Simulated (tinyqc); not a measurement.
Inside a calculation. Model: sputter depth profiling of a dopant layer: erosion rate, quantification and the mixing-roughness response. Computed by tinyqc, a small Python program that keeps every step. Command: `OMP_NUM_THREADS=1 python tinyqc.py 3002971 3002972 out.jsonl sims walk`. One thread of a shared host (Intel(R) Xeon(R) Processor @ 2.30GHz), about 0.03 s of CPU time with the checks. Intermediate numbers are printed to about 6 digits and carried at full precision; extremes and crossings named in words are read from the listed rows.

A rastered ion beam erodes silicon (49.94 atoms per nm^3). The measured profile is the true one convolved with a depth response.

Inputs (values chosen for the exercise, modelled on a dopant in silicon under an oxygen or caesium beam): beam energy E = 2.7 keV; beam current = 29 nA; raster side = 500 um; sputter yield at 1 keV = 0.61; mixing length at 1 keV = 1.3 nm; roughness sigma = 1.1 nm; depth of the top edge z0 = 48 nm; box width b = 9.2 nm; box concentration C = 5.1e+19 1/cm^3; relative sensitivity factor RSF = 5.1e+21 1/cm^3; matrix count rate = 630000 1/s; background count rate = 7.4 1/s; counting time per point = 1 s; level that defines the junction C_B = 4e+17 1/cm^3.

True profile: box.

Constants: e = 1.602176634e-19 C.

## Erosion and sensitivity

Scaling chosen for the exercise: yield Y = Y1 E^0.5, mixing length w = w1 E^0.5 (E in keV). Erosion rate = Y I/(e x raster^2 x density); depth step = rate x counting time; concentration = RSF x counts/matrix counts; detection limit = RSF x 3 sqrt(background x time)/(matrix rate x time).

yield Y = 1.00233

mixing length w = 2.13612 nm

erosion rate = 0.0145315 nm/s

depth step = 0.0145315 nm

detection limit = 6.60643e+16 1/cm^3

## Measured shape

Mixing alone turns a layer at z0 into (1/w) exp(-(z - z0 + w)/w) for z > z0 - w; roughness adds a Gaussian of width sigma. With x = z - z0 + w: g(x) = (1/(2w)) exp(sigma^2/(2 w^2) - x/w) erfc((sigma/w - x/sigma)/sqrt2), and its integral G(x) = (1/2) erfc(-x/(sigma sqrt2)) - w g(x). Measured: C [G(x) - G(x - b)]. Find the maximum, the full width at half maximum and the deep point where the profile falls to C_B; far down, the trailing edge decays by w ln(10) per decade.

depth of the maximum = 53.1969 nm

peak concentration = 4.87140e+19 1/cm^3

full width at half maximum = 9.38529 nm

apparent junction depth = 65.6743 nm

trailing slope = 4.91859 nm/decade

The true deep edge lies at 57.2 nm, so the junction appears 8.47 nm too deep. The peak reaches 95.5 % of the true concentration.

## Moments

Convolution adds means and variances: the response has mean 0 (shift -w plus exponential mean w) and variance w^2 + sigma^2; a box adds the mean b/2 and the variance b^2/12.

centroid = 52.6 nm

standard deviation = 3.58139 nm

maximum minus centroid = 0.596882 nm

The centroid stays at the true position while the maximum lies deeper, so depth is read from the centroid.

## Points of the profile

Counts = concentration x matrix rate x time/RSF + background x time; relative noise 1/sqrt(counts). Depths are z0 - w + k (w + sigma), k = -0.5, 0, 0.5, 1, 2, 3, 5, 8, 12.

Profile:
```
k      z (nm)  measured (1/cm^3)       counts  relative noise
-0.5  44.2458        6.81837e+17  9.16270e+01        0.104469
0.0   45.8639        7.83902e+18  9.75749e+02        0.032013
0.5   47.4819        2.47239e+19  3.06153e+03        0.018073
1.0   49.1000        3.82141e+19  4.72796e+03        0.014543
2.0   52.3361        4.81378e+19  5.95384e+03        0.012960
3.0   55.5722        3.77857e+19  4.67504e+03        0.014625
5.0   62.0445        2.18794e+18  2.77675e+02        0.060011
8.0   71.7528        2.32396e+16  1.02708e+01        0.312031
12.0  84.6973        5.42608e+13  7.40670e+00        0.367441
```

## Beam energy: resolution against speed

Width = full width at half maximum; the apparent junction is the deep point where the profile falls to C_B; time to profile to twice z0 = 2 z0/erosion rate, at fixed current.

Measured values:
```
E (keV)   w (nm)  peak (1/cm^3)  width (nm)  apparent junction (nm)  time (min)
0.15     0.50349    5.09829e+19     9.20100                 60.2996     467.138
0.25     0.65000    5.09553e+19     9.20272                 60.6264     361.844
0.50     0.91924    5.08332e+19     9.21088                 61.3954     255.862
1.00     1.30000    5.04443e+19     9.23927                 62.6668     180.922
2.00     1.83848    4.94466e+19     9.32022                 64.5914     127.931
4.00     2.60000    4.74022e+19     9.51308                 67.3611      90.461
8.00     3.67696    4.40046e+19     9.91480                 71.1996      63.966
```

From the highest to the lowest energy the width goes from 9.91 to 9.20 nm, towards the floor set by roughness and the box width 9.2 nm, and the junction error from 14.0 to 3.10 nm, at 7.3 times the time. Extrapolating the tail slope to zero energy separates mixing from real diffusion. Caution: the surface transient, segregation under the beam and the growth of roughness with depth are left out, and real yields fall faster near the sputter threshold.

Checks made by the program: dose under the measured profile (relative difference below 1e-10).
